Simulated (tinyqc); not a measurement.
Admittance spectroscopy and thermally stimulated current of one trap level in a depletion layer: one step, computed by the program tinyqc.

A Schottky junction on n-type material holds one donor-like electron trap; shallow donors are fully ionised and abrupt depletion edges are assumed.

Task: Temperature of the peak. N_c = 2 (2 pi m k_B T/h^2)^(3/2), v_th = sqrt(3 k_B T/m), emission rate e_n = sigma v_th N_c exp(-E_t/(k_B T)). Where the level crosses the Fermi level capture equals emission, so the trap follows the signal with the rate 2 e_n; G/omega peaks at omega = 2 e_n (the correction for large N_t/N is left out). Solve 2 e_n(T_p) = 2 pi f.

Inputs (values chosen for the exercise, modelled on n-type 4H-SiC):
```
quantity                         value    unit
density-of-states mass m         0.771     m_0
shallow doping N               8.4e+15  1/cm^3
trap depth E_t below the band    0.455      eV
capture cross section sigma    2.3e-14    cm^2
test frequency f                  2000      Hz
```

Constants: k_B = 1.380649e-23 J/K; m_0 = 9.1093837015e-31 kg; h = 6.62607015e-34 J s; k_B = 8.617333262e-05 eV/K.

Give: peak temperature T_p; N_c at T_p; e_n at T_p; E_c - E_F = k_B T_p ln(N_c/N).

Result:

peak temperature T_p = 260.7 K

N_c at T_p = 1.376e+19 1/cm^3

e_n at T_p = 6283 1/s

E_c - E_F = k_B T_p ln(N_c/N) = 0.1663 eV
